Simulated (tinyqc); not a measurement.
Free and nearly free electrons in a metal, step by step. Values are carried at full precision from step to step, so a last printed digit may differ when a step is redone from the rounded ones.

The cubic cell holds 2 atoms: n = 2 z/a^3, kF = (3 pi^2 n)^(1/3), EF = c kF^2/m, vF = 2 c kF/(m hbar), c = hbar^2/2m0; rs = (3/(4 pi n))^(1/3)/a0; D(EF) = 3 n/(2 EF).

Constants: hbar^2/2m0 = 3.80998211 eV angstrom^2; hbar = 6.58211957e-16 eV s; a0 (Bohr radius) = 0.5291772105 angstrom; kB = 8.617333262e-05 eV/K.

Parameters, chosen for this exercise (near those of Li; shifted at random, so the results belong to these values and not to a real crystal):
- a = 3.456 angstrom (bcc lattice constant)
- z = 1 (free electrons an atom)
- m = 1 m0 (mass)
- rho = 10 micro-ohm cm (bulk resistivity)
- T = 290 K
- V = 0.47 eV (|V_G| for G = (110))
- x = 0.98 (k along G as a share of |G|/2)

## The Fermi sphere

Evaluate the free-electron quantities.

n = 0.04845 1/angstrom^3
kF = 1.1278 1/angstrom
EF = 4.846 eV
vF = 1.306e+06 m/s
rs = 3.216
D(EF) per atom = 0.3095 1/eV

## Relaxation time and mean free path

Drude: 1/rho = n e^2 tau/(m m0) with e = 1.602176634e-19 C and m0 = 9.1093837e-31 kg; mean free path l = vF tau; rho l = hbar kF/(n e^2) = 12 pi^3 hbar/(e^2 S) with S = 4 pi kF^2 does not depend on tau or m.

Use SI units: n in 1/m^3 (1e30 per 1/angstrom^3), rho in ohm m (1e-8 per micro-ohm cm).

tau = 7.32 fs
l = 9.56 nm
rho l = 9.563 1e-16 ohm m^2

Wires lose conductivity to surfaces and grain boundaries, with an excess that scales as rho l over the width and is of the order of rho itself at a width of l = 10 nm.

## Thermal quantities

gamma = (pi^2/3) kB^2 D(EF) per atom, times 96485.33 x 1e3 for mJ/(mol K^2); mu(T) = EF (1 - (pi kB T/EF)^2/12); Wiedemann-Franz kappa = L0 T/rho with L0 = (pi^2/3) (kB/e)^2, kB/e in V/K.

gamma = 0.730 mJ/(mol K^2)
mu - EF = -0.1060 meV
kappa = 71 W/(m K)

## The sphere against the zone faces

Take G = (hkl) 2 pi/a for (110), (200) and (211), with the number of equivalent faces. The Bragg plane of G lies at |G|/2 with |G| = (2 pi/a) sqrt(h^2 + k^2 + l^2). Where kF exceeds it, the sphere cuts the plane in a circle of radius sqrt(kF^2 - G^2/4).

Distance and circle for each G:
```
G      faces  |G|/2 (1/angstrom)  kF/(|G|/2)  circle radius
(110)     12              1.2856      0.8773              -
(200)      6              1.8181      0.6204              -
(211)     24              2.2266      0.5065              -
```

The sphere stays inside the first zone; it reaches 0.877 of the way to the nearest faces.

## Two plane waves near the face

Two plane waves k and k - G, G = (110) (2 pi/a): H = [[c k^2/m, V], [V, c (k - G)^2/m]] with c = hbar^2/2m0.

Build H for k along G, diagonalise, and give the weight of the first wave in the lower state and its velocity along G relative to a free electron, (w k + (1 - w)(k - G))/k.

H (eV):
```
        1       2
1  6.0472  0.4700
2  0.4700  6.5510
```

levels (eV): 5.7659  6.8323

w = 0.7362
v/v_free = 0.4616

The splitting is 1.066 eV here and 2V = 0.94 eV on the face, where the normal velocity vanishes. There the lower band lies at 5.827 eV, above the free EF of 4.846 eV, so the Fermi surface does not reach the face.

## Checks

- Lower level against the closed form of the 2 x 2 problem (eV): both 5.7659.
- The product rho l against hbar kF/(n e^2) (1e-16 ohm m^2): both 9.563.

Run: tinyqc, `OMP_NUM_THREADS=1 python tinyqc.py 1680679 1680680 out.jsonl`; Intel(R) Xeon(R) Processor @ 2.30GHz, one thread, shared host; about 0.01 s of CPU time with all checks.
